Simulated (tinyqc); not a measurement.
# Inputs raised by 10 %, one at a time

Model: hydrogenic impurity: series, fields, screening, photoionisation and donor-acceptor pairs. Computed by tinyqc, a small Python program. Command: `OMP_NUM_THREADS=1 python tinyqc.py 3004966 3004967 out.jsonl hydrogenic sens`. One thread of a shared host (Intel(R) Xeon(R) Processor @ 2.30GHz), about 0.03 s of CPU time with the checks.

One isotropic, parabolic band. Effective units: Ry* and a*, in which H = -nabla^2 - 2/r.

Inputs (values chosen for the exercise, for a model semiconductor):
```
quantity                   value   unit
electron mass m           0.0593    m_0
dielectric constant eps     9.48      -
donor density N          3.2e+14  cm^-3
magnetic field B             3.3      T
```

Parts treated: magnetic field and screening.

Constants: Ry = 13.605693123 eV; a_0 = 0.529177210903 angstrom; h x 1 THz = 4.135667696 meV; mu_B = 5.7883818060e-05 eV/T.

Method:
- Ry* = Ry m/eps^2, a* = a_0 eps/m; level n is bound by Ry*/n^2; <r> = (3/2) a* in 1s; lines 1s -> np at Ry* (1 - 1/n^2); 1 THz = 4.135667696 meV.
- Wigner-Seitz radius r_s = (3/(4 pi N))^(1/3); Mott criterion N_c^(1/3) a* = 0.26; overlap of two 1s orbitals at distance d: S = exp(-x)(1 + x + x^2/3), x = d/a*, with d = N^(-1/3).
- gamma = hbar omega_c/(2 Ry*) = mu_B B/(m Ry*). For m_z = 0, H = -nabla^2 - 2/r + gamma^2 rho^2/4, and the band edge moves to gamma Ry*. Basis: exp(-al rho^2 - be z^2), al_k = 0.02 x 2.4^k + gamma/4 x c with k = 0..11, be_k = 0.02 x 2.4^k and c = 0, 0.5, 1 (36 functions). With A = al_i + al_j, B = be_i + be_j (not the field) and the common factor pi^(3/2) dropped: S = 1/(A sqrt(B)), kinetic S (4 al_i al_j/A + 2 be_i be_j/B), <rho^2> = S/A, <1/r> = (2/sqrt(pi)) atanh(u)/(A u), u = sqrt(1 - B/A), which is (2/sqrt(pi))/A when A = B; overlap eigenvalues below 1e-11 are dropped. Binding = (gamma - E) Ry*; the spin term shifts level and edge alike.
- Thomas-Fermi screening by N free electrons of one valley, taken as a degenerate gas (the hypothesis that all donors are ionised): q a* = sqrt(4 k_F a*/pi), k_F = (3 pi^2 N)^(1/3).
- Screened potential -(2/r) exp(-q r). Basis exp(-zeta r), zeta_k = 0.02 x 1.6^k, k = 0..23: S = 2/s^3, T = zeta_i zeta_j S, V = -2/(s + q)^2 with s = zeta_i + zeta_j; overlap eigenvalues below 1e-11 are dropped.

Runs:
```
input moved                 from        to  Ry* (meV)  Mott density (cm^-3)  binding energy in the field (meV)  screened binding energy (meV)
base run                       -         -     8.9776            2.9031e+16                             11.678                         2.8499
electron mass m (m_0)     0.0593   0.06523     9.8753            3.8640e+16                             12.401                         3.3492
dielectric constant eps     9.48    10.428     7.4195            2.1811e+16                             10.032                         2.1930
donor density N (cm^-3)  3.2e+14  3.52e+14     8.9776            2.9031e+16                             11.678                         2.7846
magnetic field B (T)         3.3      3.63     8.9776            2.9031e+16                             11.901                         2.8499
```

Exponents ln(y'/y) / ln(x'/x):
```
input                    Ry*  Mott density  binding energy in the field  screened binding energy
electron mass m            1             3                        0.631                    1.694
dielectric constant eps   -2            -3                       -1.594                   -2.749
donor density N            0             0                        0.000                   -0.243
magnetic field B           0             0                        0.198                    0.000
```

Among the inputs moved here: Ry* answers most in size to dielectric constant eps (exponent -2.000), next to electron mass m (+1.000); its exponent is below 0.0005 for donor density N, magnetic field B. Its exponent +1.000 in electron mass m: Ry* = Ry m/eps^2. Its exponent -2.000 in dielectric constant eps: Ry* = Ry m/eps^2. Mott density answers most in size to electron mass m (exponent +3.000), and about equally to dielectric constant eps (-3.000); its exponent is below 0.0005 for donor density N, magnetic field B. Its exponent +3.000 in electron mass m: the Mott density goes as a*^-3. Its exponent -3.000 in dielectric constant eps: the Mott density goes as a*^-3. Binding energy in the field answers most in size to dielectric constant eps (exponent -1.594), next to electron mass m (+0.631); its exponent is below 0.0005 for donor density N. screened binding energy answers most in size to dielectric constant eps (exponent -2.749), next to electron mass m (+1.694); its exponent is below 0.0005 for magnetic field B.

Caution (all rows): well below the Mott density the electrons are bound or non-degenerate, so this screening is formal: it serves to locate the transition, not to give the level.
